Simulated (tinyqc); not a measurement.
Length of a molecular wire: coherent transport through a tight-binding bridge. Computed by the program tinyqc. 

A uniform bridge between two chains:
```
parameter,value
site energy (eV),4.330000
hopping in the bridge (eV),1.320000
lead hopping (eV),2.460000
couplings (eV),"0.39, 1.02"
E (eV),-0.480000
```

T = Gamma_L Gamma_R |G_1n|^2 with the self-energies of semi-infinite chains.

Transmission against length:
```
sites,T,ln T
2,3.9912e-04,-7.826
3,3.5632e-05,-10.242
4,3.1842e-06,-12.657
5,2.8459e-07,-15.072
6,2.5435e-08,-17.487
7,2.2732e-09,-19.902
8,2.0316e-10,-22.317
9,1.8158e-11,-24.732
10,1.6228e-12,-27.147
```

E lies outside the band of the bridge (|E - e|/2h = 1.822 > 1), so T decays as exp(-beta n) with beta = 2 arccosh(1.822) = 2.4149 a site; the last two rows give 2.4149.
